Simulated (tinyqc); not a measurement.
## Error from band bending against le

In A the levels shift by pb (1 - z/W)^2 for z < W. The signal from depth z is weighted by exp(-z/le)/le, so the centroid shifts by pb [1 - 2/a + (2/a^2)(1 - exp(-a))], a = W/le, and the error of iA against its value at the interface is that less pb.

Inputs (values chosen for the exercise):
- pb = -0.27 V (band bending in A at the interface)
- W = 8.1 nm (width of the bent region)

Error from band bending against le:
```
le (nm)       a  centroid shift (eV)  error (meV)
0.5       16.20              -0.2387        31.28
1.9       4.263              -0.1726        97.37
3.4       2.382              -0.1297        140.3
4.8       1.688              -0.1046        165.4
6.2       1.306             -0.08738        182.6
7.7       1.052             -0.07422        195.8
9.1      0.8901             -0.06504        205.0
10.6     0.7642             -0.05741        212.6
12       0.6750             -0.05174        218.3
```

The size of the error rises from 31.3 to 218 meV; for large a it is 2 |pb|/a. It is below 50 meV, a typical accuracy of the method, in 1 of the 9 rows. Heavily doped substrates and deep-probing photons need the correction.

Program tinyqc, `OMP_NUM_THREADS=1 python tinyqc.py 2410120 2410121 out.jsonl`; Intel Xeon 2.30GHz, shared host, one thread, about 0.01 s.
